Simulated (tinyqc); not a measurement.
Inside a calculation. Model: BCS gap equation with a constant attraction inside the Debye window. Computed by tinyqc, a small Python program that keeps every step. Command: `OMP_NUM_THREADS=1 python tinyqc.py 3019135 3019136 out.jsonl bcs walk`. One thread of a shared host (Intel(R) Xeon(R) Processor @ 2.30GHz), about 0.01 s of CPU time with the checks. Intermediate numbers are printed to about 6 digits and carried at full precision; extremes and crossings named in words are read from the listed rows.

Pairs attract with strength V for |xi| < k_B Theta; N(0) is the density of states for one spin. Energies are given as temperatures (E/k_B, in K) unless marked.

Inputs (values chosen for the exercise, modelled on aluminium):

| quantity | value | unit |
|---|---|---|
| coupling N(0)V | 0.166 | - |
| Debye temperature Theta | 423 | K |
| temperature T | 0.565 | K |
| Fermi velocity v_F | 1.9e+06 | m/s |
| electron density n | 19 | 1e28/m^3 |
| mean free path l | 5.5 | nm |
| junction resistance R_n | 7.2 | kilo-ohm |

Solver: secant.

Constants: k_B = 8.617333262e-05 eV/K; hbar = 1.054571817e-34 J s; k_B = 1.380649e-23 J/K; m_0 = 9.1093837015e-31 kg; eps_0 = 8.8541878128e-12 F/m; c = 299792458 m/s; e = 1.602176634e-19 C; h = 6.62607015e-34 J s.

## Gap at zero temperature

At T = 0 the gap equation 1/(N(0)V) = int_0^Theta d xi/sqrt(xi^2 + Delta^2) has the integral arcsinh(Theta/Delta), so Delta_0 = Theta/sinh(1/(N(0)V)); weak coupling gives 2 Theta exp(-1/(N(0)V)).

Delta_0 = 2.04711 K

weak-coupling Delta_0 = 2.04710 K

Delta_0 in meV = 0.176406 meV

## Critical temperature

Gap equation: 1/(N(0)V) = I(Delta, T) = int_0^Theta tanh(E/2T)/E d xi, E = sqrt(xi^2 + Delta^2); 64 Gauss-Legendre points in y with xi = max(Delta, T) sinh(y). T_c solves I(0, T_c) = 1/(N(0)V); the weak-coupling form is T_c = (2 e^C/pi) Theta exp(-1/(N(0)V)) with Euler's C = 0.5772157, and 2 Delta_0/T_c then tends to 2 pi e^-C = 3.528.

T_c = 1.16057 K

weak-coupling T_c = 1.16057 K

2 Delta_0/T_c = 3.52777

T_c/Theta = 0.0027; the ratio lies 0.00 % from 3.528, so the universal weak-coupling laws hold.

## One evaluation of the gap equation

Take Delta = Delta_0 as the trial; the fixed-point update is Delta(new) = N(0)V Delta I(Delta, T).

I(Delta_0, T) = 5.99064

updated Delta = 2.03574 K

## Gap at temperature T

Residual r = N(0)V I - 1, with Delta_0 = Theta/sinh(1/(N(0)V)). Secant steps in Delta^2, from Delta_0 and 0.9 Delta_0, with Delta^2 kept at or above 1e-6 K^2. Stop when |r| < 1e-9 or after 40 steps.

Iterations:

| step | Delta (K) | residual r |
|---|---|---|
| 1 | 1.97241 | -2.62968e-04 |
| 2 | 1.96891 | -1.21984e-05 |
| 3 | 1.96873 | 1.68347e-08 |
| 4 | 1.96873 | -1.07681e-12 |

converged (1 yes, 0 no) = 1

Delta(T) = 1.96873 K

Converged in 4 steps: Delta(T)/Delta_0 = 0.9617 at T/T_c = 0.487.

## Lengths and fields

xi_0 = hbar v_F/(pi Delta_0); lambda_L = sqrt(m_0 eps_0 c^2/(n e^2)); N(0) = 3 n/(2 m_0 v_F^2) for one spin; condensation energy N(0) Delta_0^2/2 = B_c^2/(2 mu_0), mu_0 = 1/(eps_0 c^2); with scattering lambda = lambda_L sqrt(1 + xi_0/l) in the local limit (where xi_0 and l both exceed lambda, nonlocal response makes the true depth larger); Ginzburg-Landau kappa = 0.96 lambda_L/xi_0 + 0.72 lambda_L/l. Free-electron mass throughout; heavier carriers, as in niobium or vanadium, give a larger lambda_L and kappa and can make the metal type II.

coherence length xi_0 = 2256.60 nm

London depth lambda_L = 12.1914 nm

critical field B_c(0) = 9.32725 mT

depth with scattering = 247.245 nm

Ginzburg-Landau kappa = 1.60115

kappa exceeds 1/sqrt(2): type II, and the sample is dirty, l well below xi_0.

## A tunnel junction of this metal

Ambegaokar-Baratoff: I_c R_n = (pi Delta/(2e)) tanh(Delta/2T); Josephson energy E_J = hbar I_c/(2e), given as E_J/h; inductance hbar/(2 e I_c); thermal quasiparticle fraction x = n_qp/(2 N(0) Delta) = sqrt(2 pi T/Delta) exp(-Delta/T), valid for T well below Delta.

I_c R_n = 250.630 microvolt

critical current I_c = 34.8097 nA

E_J/h = 17.2894 GHz

Josephson inductance = 9.45444 nH

quasiparticle fraction x = 0.0411839

## Gap and superfluid density against temperature

Interpolation tanh(1.74 sqrt(T_c/T - 1)); near T_c, 1.74 sqrt(1 - T/T_c). Clean-limit superfluid fraction 1 - (1/2T) int_0^(40 T) cosh^-2(E/2T) d xi (64 points); two-fluid rule 1 - (T/T_c)^4.

Reduced quantities:

| T/T_c | Delta/Delta_0 | tanh form | square-root form | superfluid fraction | two-fluid rule |
|---|---|---|---|---|---|
| 0.10 | 1.000000 | 0.999942 | 1.65071 | 1.000000 | 0.999900 |
| 0.20 | 0.999877 | 0.998104 | 1.55630 | 0.998853 | 0.998400 |
| 0.30 | 0.997124 | 0.990221 | 1.45579 | 0.981761 | 0.991900 |
| 0.40 | 0.985034 | 0.972207 | 1.34780 | 0.927924 | 0.974400 |
| 0.50 | 0.956885 | 0.940227 | 1.23037 | 0.834041 | 0.937500 |
| 0.60 | 0.906995 | 0.889746 | 1.10047 | 0.706677 | 0.870400 |
| 0.70 | 0.828772 | 0.814110 | 0.95304 | 0.553717 | 0.759900 |
| 0.80 | 0.711044 | 0.701374 | 0.77815 | 0.381785 | 0.590400 |
| 0.90 | 0.526343 | 0.522665 | 0.55024 | 0.195951 | 0.343900 |
| 0.95 | 0.380318 | 0.379250 | 0.38908 | 0.099045 | 0.185494 |
| 0.98 | 0.243584 | 0.243575 | 0.24607 | 0.039853 | 0.077632 |

The tanh form misses the gap by at most about 0.017 (at T/T_c = 0.6); the square-root form is within 3 % only from T/T_c = 0.95. The gap keeps 99 % of Delta_0 up to T/T_c = 0.3, since quasiparticles are exponentially few. The two-fluid rule exceeds the BCS superfluid fraction most, by 0.21, at T/T_c = 0.8.

Checks made by the program: weak-coupling T_c, allowing for terms of order exp(-Theta/T_c) (relative difference below 1e-10).
